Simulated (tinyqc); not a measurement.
# MOS capacitor on a p-type substrate, surface potential from the exact charge relation: effects of single changes

Uniform p-type substrate, Boltzmann statistics, full ionisation, classical densities. psi is the surface potential against the body (positive when the bands bend down) and u = psi/Vt. Traps are spread evenly over the gap and neutral at flat band, so their charge is -q Dit psi; the minority quasi-Fermi level is shifted by Vb.

Values chosen for this exercise; band and dielectric values close to those of 4H silicon carbide: temperature T = 300 K; band gap Eg = 3.22 eV; relative permittivity eps_r = 9.83; conduction-band density of states at T Nc = 1.68e19 cm^-3; valence-band density of states at T Nv = 2.53e19 cm^-3; electron affinity chi = 3.62 eV; acceptor density of the substrate N = 3.4e16 cm^-3; relative permittivity of the gate insulator (close to zirconium oxide) eox = 25.4; insulator thickness tox = 36 nm; gate work function phiM = 4.45 eV; fixed charge at the interface, in units of q Nf = 0 cm^-2; density of interface traps Dit = 4.7e10 cm^-2 eV^-1; reverse bias of the inversion layer against the body Vb = 0 V.

Constants: q = 1.602176634e-19 C, kB = 1.380649e-23 J/K, Vt = kB T/q, eps0 = 8.8541878128e-14 F/cm where lengths are in cm. Results are converted to the units shown.

Each table varies one quantity; the others keep the values above.

## Capacitance-voltage curves

ni = sqrt(Nc Nv) exp(-Eg/(2 Vt)), Eg in volts; phiF = Vt ln(N/ni); Cox = eps0 eox/tox; Vfb = phiM - chi - (Eg - Vt ln(Nv/N)) - q Nf/Cox; Q0 = sqrt(2 eps0 eps_r q N Vt); r = (ni/N)^2 exp(-Vb/Vt); VT = Vfb + [(2 phiF + Vb)(1 + q Dit/Cox) + sqrt(2 eps0 eps_r q N (2 phiF + Vb))/Cox]. u = psi/Vt; F^2 = exp(-u) + u - 1 + r (exp(u) - u - 1); Qs = -sign(u) Q0 F; Cs = -dQs/dpsi = (Q0/Vt) |1 - exp(-u) + r (exp(u) - 1)|/(2 F). psi solves Vg = Vfb + psi + (q Dit psi - Qs)/Cox. Low frequency: 1/C_LF = 1/Cox + 1/(Cs + q Dit). High frequency, in the simple estimate in which traps and minority carriers do not follow: 1/C_HF = 1/Cox + 1/Cd, Cd being Cs with r = 0 at the same psi. Deep depletion: r = 0 and Dit = 0 both in the equation for psi and in Cs. Minority sheet density N_inv = (Q0/(2 q)) int_0^u r (exp(t) - 1)/F(t) dt for u > 0. N_inv under 1 cm^-2 is printed as 0. Regimes: accumulation when majority carriers gather, then depletion up to |psi| = phiF + Vb, weak inversion up to 2 phiF + Vb, strong inversion beyond.

Result of one run:
```
Vg (V)  psi (V)  C_LF/Cox  C_HF/Cox  C_deep/Cox  N_inv (cm^-2)          regime
-0.09     1.893   0.06462   0.05396     0.05366              0  weak inversion
```

What becomes of these results when the gate voltage against the body Vg is changed from -0.09 to 0.97 V, all else the same?

Result of the changed run:
```
Vg (V)  psi (V)  C_LF/Cox  C_HF/Cox  C_deep/Cox  N_inv (cm^-2)            regime
0.97      2.889   0.09480   0.04403     0.04378        4.753e9  strong inversion
```

The whole series:
```
Vg (V)   psi (V)  C_LF/Cox  C_HF/Cox  C_deep/Cox  N_inv (cm^-2)            regime
-2.74    -0.1410    0.8824    0.8822      0.8826              0      accumulation
-2.21   0.005412    0.3947    0.3903      0.3902              0         depletion
-1.68     0.4342    0.1182    0.1087      0.1082              0         depletion
-1.15     0.9114   0.08665   0.07649     0.07609              0         depletion
-0.62      1.400   0.07283   0.06235     0.06202              0         depletion
-0.09      1.893   0.06462   0.05396     0.05366              0    weak inversion
0.44       2.391   0.05903   0.04824     0.04797          21.98    weak inversion
0.97       2.889   0.09480   0.04403     0.04378        4.753e9  strong inversion
1.5        3.050    0.9091   0.04289     0.04052       1.412e12  strong inversion
2.03       3.084    0.9536   0.04267     0.03790       3.344e12  strong inversion
```

C_LF/Cox is lowest, 0.0590, at Vg = 0.44 V (weak inversion) among the rows listed and is 0.954 in the last row, where C_HF/Cox is 0.0427 and the deep-depletion value 0.0379. Vfb = -2.22 V, where C_HF/Cox = 0.407 (Cox in series with eps0 eps_r/LD), and VT = 0.969 V. Over the last two rows psi moves by only 0.063 V a volt of gate bias, since the inversion charge screens the body. In strong accumulation and inversion degeneracy and confinement, left out here, lower the capacitance.

## Effect of the density of interface traps on threshold and swing

ni = sqrt(Nc Nv) exp(-Eg/(2 Vt)), Eg in volts; phiF = Vt ln(N/ni); Cox = eps0 eox/tox; Vfb = phiM - chi - (Eg - Vt ln(Nv/N)) - q Nf/Cox; VT = Vfb + [(2 phiF + Vb)(1 + q Dit/Cox) + sqrt(2 eps0 eps_r q N (2 phiF + Vb))/Cox]. gamma = sqrt(2 eps0 eps_r q N)/Cox; Wm = sqrt(2 eps0 eps_r (2 phiF + Vb)/(q N)); m = 1 + (eps0 eps_r/Wm + q Dit)/Cox; swing m Vt ln 10; Cmin/Cox = 1/(1 + Cox Wm/(eps0 eps_r)).

In this table Vb = 0 V.

The same in every row: Vfb (V) = -2.219; 2 phiF (V) = 2.889; gamma (V^0.5) = 0.1559; Wm (nm) = 303.8; Cmin/Cox = 0.04385.

Result of one run:
```
Dit (cm^-2 eV^-1)  VT (V)      m  swing (mV/decade)
3e11                1.157  1.123              66.84
```

What becomes of these results when the density of interface traps Dit is changed from 3e11 to 3e12 cm^-2 eV^-1, all else the same?

Result of the changed run:
```
Dit (cm^-2 eV^-1)  VT (V)      m  swing (mV/decade)
3e12                3.157  1.815              108.1
```

The whole series:
```
Dit (cm^-2 eV^-1)  VT (V)      m  swing (mV/decade)
0                  0.9346  1.046              62.26
1e10               0.9420  1.048              62.41
3e10               0.9568  1.054              62.71
1e11                1.009  1.072              63.78
3e11                1.157  1.123              66.84
1e12                1.675  1.302              77.52
3e12                3.157  1.815              108.1
1e13                8.343  3.611              214.9
```

As Dit goes from 0 to 1e13, VT rises from 0.935 to 8.34 V, the swing rises from 62.3 to 215 mV/decade and Cmin/Cox stays at 0.0438. Vfb does not move.

## Effect of the reverse bias of the inversion layer against the body on threshold and swing

Same model as above.

In this table Dit = 0 cm^-2 eV^-1.

The same in every row: Vfb (V) = -2.219; 2 phiF (V) = 2.889; gamma (V^0.5) = 0.1559.

Effect of the reverse bias of the inversion layer against the body on threshold and swing:
```
Vb (V)  VT (V)  Wm (nm)      m  swing (mV/decade)  Cmin/Cox
0       0.9346    303.8  1.046              62.26   0.04385
0.4      1.352    324.2  1.043              62.08   0.04121
0.8      1.769    343.3  1.041              61.94   0.03900
1.2      2.185    361.5  1.039              61.82   0.03711
1.6      2.600    378.7  1.037              61.72   0.03548
2        3.014    395.2  1.035              61.62   0.03405
2.4      3.428    411.1  1.034              61.54   0.03278
2.8      3.841    426.4  1.033              61.47   0.03164
```

Read the table: what changes, and by how much?

As Vb goes from 0 to 2.8, VT rises from 0.935 to 3.84 V, the swing falls from 62.3 to 61.5 mV/decade and Cmin/Cox falls from 0.0438 to 0.0316. Vfb does not move. The slope |dVT/dVb| between the first two rows is 1.04, close to m (VT is counted against the body; against the source it is m - 1).

tinyqc, about 0.01 s, one thread, Intel Xeon 2.30GHz (shared host): `OMP_NUM_THREADS=1 python tinyqc.py 2060005 2060006 out.jsonl`
